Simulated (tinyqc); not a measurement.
## Depletion-mode phase shifter in a rib waveguide and its Mach-Zehnder modulator: scaling both dopings

A lateral p-n junction at x0 in a waveguide whose mode intensity is a Gaussian of rms width s about x = 0; p side at smaller x. Reverse bias removes carriers and raises the index. Abrupt junction, doping uniform over the whole mode, lumped electrode (no travelling-wave effects).

Free-carrier changes (empirical, N and P in cm^-3): |dn| = 8.5e-18 P^0.8 for holes, 8.8e-22 N for electrons; absorption 6e-18 P and 8.5e-18 N in 1/cm. W = sqrt(2 eps0 eps_r (Vb + V)(1/Na + 1/Nd)/q); edges xp = x0 - W Nd/(Na + Nd), xn = x0 + W Na/(Na + Nd); F(x) = [1 + erf(x/(sqrt(2) s))]/2. dneff = G {dn_h [F(xp(0)) - F(xp(V))] + dn_e [F(xn(V)) - F(xn(0))]}; VpiL = lam V/(2 dneff); loss = a0 + 4.343 G {a_h F(xp) + a_e [1 - F(xn)]} dB/cm at V; C = eps0 eps_r hr/W + Cf; fRC = 1/(2 pi Rs C). Nd = 1.711111111 Na in every row.

Values chosen for this exercise; values close to those of silicon near 1550 nm:
```
symbol,value,unit,meaning
lam,1530,nm,wavelength
eps_r,11.7,,relative permittivity of the semiconductor
Vb,0.85,V,built-in voltage
s,110,nm,rms width of the lateral mode intensity
x0,0,nm,junction offset towards the n side
G,1.05,,vertical confinement times ng/n
hr,150,nm,rib height
Cf,49,pF/m,fringe capacitance
Rs,5.6,ohm mm,series resistance
V,3,V,reverse bias
a0,0.7,dB/cm,passive loss
```

Constants: q = 1.602176634e-19 C, eps0 = 8.8541878128e-14 F/cm where lengths are in cm. Results are converted to the units shown.

Results:
```
Na (cm^-3),dneff,VpiL (V cm),loss (dB/cm),VpiL x loss (V dB),C (pF/m),fRC (GHz)
5e16,4.047e-5,5.671,1.019,5.778,88.12,322.5
9.4e16,8.074e-5,2.843,1.857,5.279,102.6,276.9
1.7e17,1.292e-4,1.776,3.854,6.846,121.1,234.6
3.3e17,1.924e-4,1.193,9.005,10.74,149.5,190.1
6.1e17,2.596e-4,0.8839,19.21,16.98,185.6,153.1
2.1e18,4.342e-4,0.5286,79.83,42.20,302.5,93.94
4e18,5.575e-4,0.4116,161.4,66.42,398.9,71.24
```

Estimate the missing row, Na = 1.1e18 cm^-3.

Computed row:
```
Na (cm^-3),dneff,VpiL (V cm),loss (dB/cm),VpiL x loss (V dB),C (pF/m),fRC (GHz)
1.1e18,3.348e-4,0.6855,38.46,26.36,232.5,122.2
```

With this row back in the table: As Na goes from 5e16 to 4e18 cm^-3, VpiL falls from 5.67 to 0.412 V cm, the loss rises from 1.02 to 161 dB/cm, their product goes from 5.78 through a minimum of 5.28 (at Na = 9.4e16 cm^-3 among the rows listed) to 66.4 V dB and fRC falls from 323 to 71.2 GHz. Rs is held fixed, though in a real device it falls with doping. For Na = 1.1e18 to 4e18 cm^-3 the peak field passes 0.7 MV/cm, near breakdown of such junctions.

tinyqc, about 0.01 s, one thread, Intel Xeon 2.30GHz (shared host): `OMP_NUM_THREADS=1 python tinyqc.py 2650033 2650034 out.jsonl`
